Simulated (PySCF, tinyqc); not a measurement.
RHF in the sto-3g basis, for H6, spin multiplicity 1, step by step. The lowest restricted solution is unstable here: a spin-polarised one lies 0.0181 hartree lower (PySCF). One step of it, computed by the program tinyqc.

Question. Orthogonalisation. S = U s U^T; symmetric (Loewdin) form X = U s^(-1/2) U^T, so that X^T S X = 1.

overlap S, order 1H 1s, 2H 1s, 3H 1s, 4H 1s, 5H 1s, 6H 1s:
$$\begin{pmatrix}
1.000000 & 0.368745 & 0.020370 & 0.001095 & 0.000006 & 0.000000 \\
0.368745 & 1.000000 & 0.188128 & 0.020370 & 0.000296 & 0.000006 \\
0.020370 & 0.188128 & 1.000000 & 0.368745 & 0.020370 & 0.001095 \\
0.001095 & 0.020370 & 0.368745 & 1.000000 & 0.188128 & 0.020370 \\
0.000006 & 0.000296 & 0.020370 & 0.188128 & 1.000000 & 0.368745 \\
0.000000 & 0.000006 & 0.001095 & 0.020370 & 0.368745 & 1.000000
\end{pmatrix}$$

Give: eigenvalues of S; X.

Answer.

eigenvalues of S: [0.5154, 0.6073, 0.7235, 1.2204, 1.3920, 1.5413]

X, order 1H 1s, 2H 1s, 3H 1s, 4H 1s, 5H 1s, 6H 1s:
$$\begin{pmatrix}
1.0575 & -0.2055 & 0.0197 & -0.0040 & 0.0004 & -0.0001 \\
-0.2055 & 1.0733 & -0.1091 & 0.0201 & -0.0020 & 0.0004 \\
0.0197 & -0.1091 & 1.0742 & -0.2091 & 0.0201 & -0.0040 \\
-0.0040 & 0.0201 & -0.2091 & 1.0742 & -0.1091 & 0.0197 \\
0.0004 & -0.0020 & 0.0201 & -0.1091 & 1.0733 & -0.2055 \\
-0.0001 & 0.0004 & -0.0040 & 0.0197 & -0.2055 & 1.0575
\end{pmatrix}$$
